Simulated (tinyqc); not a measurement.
Six-transistor SRAM cell, nodal equations and margins: one step of the calculation.

Two cross-coupled inverters (pull-down bn, pull-up bp) hold the nodes Q and QB; access transistors (ba, threshold VTn, gate on the word line at Vdd when selected) join them to the bit lines. Transistor (EKV form, voltages against the body): I = 2 n b Vt^2 [F(vp - Vs) - F(vp - Vd)] from drain to source, F(v) = ln^2(1 + exp(v/(2 Vt))), vp = (Vg - VT + sg |Vd - Vs|)/n. n-channel bodies are at 0; for the p-channel device all voltages are counted down from Vdd. b in uA/V^2 gives I in uA. For an access transistor the bit line is the drain and the node the source. In a read both bit lines are at Vdd. The cell is symmetric (no mismatch).

Problem. The largest square in the read butterfly. f(x) is the node voltage of one half-cell in a read for input x (In - Ip - Ia = 0). Static noise margin: side of the largest square between the curve (x, f(x)) and its mirror image (f(y), y); with h(c) the root x of f(x) - x = c, it is the maximum over c > 0 of h(c) - h(-c) + c.

Inputs (values chosen for the exercise): temperature T = 250 K; supply voltage Vdd = 1.2 V; slope factor n = 1.25; drain-induced barrier lowering sg = 0.097; n-channel threshold VTn = 0.27 V; p-channel threshold (magnitude) VTp = 0.27 V; gain factor of the pull-down transistor bn = 470 uA/V^2; gain factor of the access transistor ba = 240 uA/V^2; gain factor of the pull-up transistor bp = 190 uA/V^2.

Constants: q = 1.602176634e-19 C, kB = 1.380649e-23 J/K, Vt = kB T/q. Results are converted to the units shown.

| point | c (V) |
|---|---|
| 0 | 0.17 |
| 1 | 0.28 |
| 2 | 0.4 |
| 3 | 0.48 |
| 4 | 0.57 |
| 5 | 0.63 |
| 6 | 0.68 |

Find: h(c); h(-c); side.

Solution.

| point | h(c) (V) | h(-c) (V) | side (V) |
|---|---|---|---|
| 0 | 0.51402 | 0.62179 | 0.06224 |
| 1 | 0.49690 | 0.66678 | 0.11012 |
| 2 | 0.48256 | 0.72261 | 0.15995 |
| 3 | 0.46731 | 0.76740 | 0.17992 |
| 4 | 0.44256 | 0.82516 | 0.18740 |
| 5 | 0.42151 | 0.86730 | 0.18422 |
| 6 | 0.40110 | 0.90431 | 0.17679 |

The maximum over c is 187.4 mV, the read margin; with the word line off (no Ia) the same construction gives 368.8 mV.

Numbers from tinyqc (`OMP_NUM_THREADS=1 python tinyqc.py 2340003 2340004 out.jsonl`; about 0.1 s on one thread of a shared Intel Xeon 2.30GHz).
